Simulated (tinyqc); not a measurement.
Longitudinal sound in a periodic multilayer: transfer matrices, stop bands and folded phonons: one step, computed by the program tinyqc. Command: `OMP_NUM_THREADS=1 python tinyqc.py 3021085 3021086 out.jsonl multilayer walk`. One thread of a shared host (Intel(R) Xeon(R) Processor @ 2.30GHz), about 0.01 s of CPU time with the checks.

Layers 1 and 2 repeat with period d = d_1 + d_2; waves travel normal to the layers, without loss. State vector (u, s): displacement u and stress divided by omega. Impedances Z = rho v are in 1e6 kg/(m^2 s).

Problem. Transmission through N periods. A layer maps (u, s) by [[cos p, sin p/Z], [-Z sin p, cos p]], p = 2 pi f d_i/v_i; one period is M = M_2 M_1, and cos(q d) = trace(M)/2. For N periods A = M^N. A wave comes from a thick layer of material 1 and leaves into the substrate (Z_s): transmitted power T = 4 Z_1 Z_s/|Z_1 A_22 + Z_s A_11 - i (Z_1 Z_s A_12 - A_21)|^2, reflected power R = 1 - T.

Inputs (values chosen for the exercise, modelled on silica (layer 1), hafnia (layer 2) and silicon (substrate)):

| quantity | value | unit |
|---|---|---|
| velocity v_1 | 5850 | m/s |
| thickness d_1 | 660 | nm |
| velocity v_2 | 5520 | m/s |
| thickness d_2 | 923 | nm |
| periods N | 5 | - |
| frequency f | 2.18 | GHz |

M:
```
            1            2
1  -0.1956675  -0.05130318
2    7.375943    -3.176770
```

Z_2 = 53.5992

Z_1 = 12.753

Z of the substrate = 20.0925

Give: A = M^N; transmitted power T; T in decibel.

Solution.

A = M^N:
```
        1        2
1  12.781  -4.9370
2  709.81  -274.10
```

transmitted power T = 7.1228e-05

T in decibel = -41.473 dB
